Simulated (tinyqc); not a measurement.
Double quantum well by finite differences: one step. Lowest levels on the coarse grid. Three cases, with inputs chosen for the exercise.

Question. Diagonalise the symmetric tridiagonal matrix; give the three lowest levels and the weights u_i^2 (sum 1) of the two lowest.

Case 1.

diagonal H_ii (eV): 0.348534  0.348534  0.348534  0.347757  0.172218  0.171455  0.171455  0.172218  0.346981  0.172218  0.171455  0.171455  0.171455  0.172218  0.347757  0.348534  0.348534  0.348534

H_(i,i+1) (eV): -0.087267  -0.087267  -0.087267  -0.086490  -0.085727  -0.085727  -0.085727  -0.086490  -0.086490  -0.085727  -0.085727  -0.085727  -0.085727  -0.086490  -0.087267  -0.087267  -0.087267

Case 2.

diagonal H_ii (eV): 0.513487  0.513487  0.534861  0.429381  0.456526  0.429381  0.534861  0.534861  0.429381  0.429381  0.534861  0.513487  0.513487

H_(i,i+1) (eV): -0.179743  -0.179743  -0.201118  -0.228263  -0.228263  -0.201118  -0.179743  -0.201118  -0.228263  -0.201118  -0.179743  -0.179743

Case 3.

diagonal H_ii (eV): 0.469319  0.475719  0.501749  0.233626  0.269873  0.276273  0.252826  0.553379  0.265626  0.301873  0.308273  0.284826  0.565749  0.552519  0.558919

H_(i,i+1) (eV): -0.095059  -0.095059  -0.114689  -0.144536  -0.144536  -0.144536  -0.114689  -0.114689  -0.144536  -0.144536  -0.144536  -0.114689  -0.095059  -0.095059

Give: levels; weights on the points.

Answer.

Case 1.

levels (eV): 0.0172  0.0260  0.0682

weights on the points:
```
             1      2      3      4      5      6      7      8      9     10     11     12
level 1  0.000  0.000  0.000  0.001  0.014  0.032  0.042  0.036  0.019  0.110  0.214  0.250
level 2  0.000  0.000  0.001  0.012  0.143  0.284  0.277  0.130  0.008  0.001  0.022  0.047

            13     14     15     16     17     18
level 1  0.191  0.083  0.007  0.001  0.000  0.000
level 2  0.048  0.024  0.002  0.000  0.000  0.000
```

Case 2.

levels (eV): 0.0580  0.0932  0.2110

weights on the points:
```
             1      2      3      4      5      6      7      8      9     10     11     12
level 1  0.002  0.012  0.054  0.205  0.283  0.227  0.076  0.040  0.051  0.037  0.010  0.002
level 2  0.001  0.006  0.020  0.061  0.056  0.017  0.002  0.073  0.299  0.322  0.108  0.030

            13
level 1  0.000
level 2  0.005
```

Case 3.

levels (eV): 0.0202  0.0530  0.1312

weights on the points:
```
             1      2      3      4      5      6      7      8      9     10     11     12
level 1  0.000  0.001  0.012  0.198  0.323  0.290  0.148  0.011  0.008  0.006  0.003  0.001
level 2  0.000  0.000  0.001  0.011  0.012  0.003  0.000  0.011  0.198  0.325  0.288  0.143

            13     14     15
level 1  0.000  0.000  0.000
level 2  0.008  0.000  0.000
```

Computed by tinyqc, one run a case: `OMP_NUM_THREADS=1 python tinyqc.py N N+1 out.jsonl` with N = 1280028, 1281078, 1281105; one thread of a shared Intel(R) Xeon(R) Processor @ 2.30GHz, about 0.03 s a run at most.
